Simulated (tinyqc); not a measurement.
Shallow acceptor in the spherical model (Baldereschi-Lipari), strong spin-orbit limit: one step, computed by the program tinyqc. Command: `OMP_NUM_THREADS=1 python tinyqc.py 3000725 3000726 out.jsonl acceptor walk`. One thread of a shared host (Intel(R) Xeon(R) Processor @ 2.30GHz), about 0.01 s of CPU time with the checks.

The 1S(3/2) state has an s envelope f(r) and a d envelope g(r). In effective units they obey -(f'' + 2f'/r + 2f/r) + mu (g'' + 5g'/r + 3g/r^2) = E f and -(g'' + 2g'/r - 6g/r^2 + 2g/r) + mu (f'' - f'/r) = E g. The cubic term, the split-off band and the central cell are left out.

Task: Matrices in a small basis. zeta_i = zeta_1 beta^(i-1), i = 1..n, in both channels. Basis: f_i = exp(-zeta_i r), g_i = r exp(-zeta_i r), weight r^2 dr, s = zeta_i + zeta_j. S_ff = 2/s^3, H_ff = zeta_i zeta_j S_ff - 2/s^2; S_gg = 24/s^5, H_gg = 8/s^3 + 24 zeta_i zeta_j/s^5 - 12/s^4; H(f_i, g_j) = mu (6 zeta_i^2/s^4 + 2 zeta_i/s^3); S_fg = 0. Each function is normalised by sqrt(S_ii).

Inputs (values chosen for the exercise, for a model semiconductor): functions per channel n = 2; smallest exponent zeta_1 = 0.75 1/a*; ratio beta of exponents = 2.4.

mu = 0.3701313

Give: H; S.

Result:

H (Ry*), rows f1, f2, g1, g2:
```
[[-0.9375, -0.9081, 0.3005, 0.4110],
 [-0.9081, -0.36, 0.6807, 1.731],
 [0.3005, 0.6807, 0.5625, 1.409],
 [0.4110, 1.731, 1.409, 5.76]]
```

S, rows f1, f2, g1, g2:
```
[[1.000, 0.757, 0.000, 0.000],
 [0.757, 1.000, 0.000, 0.000],
 [0.000, 0.000, 1.000, 0.628],
 [0.000, 0.000, 0.628, 1.000]]
```
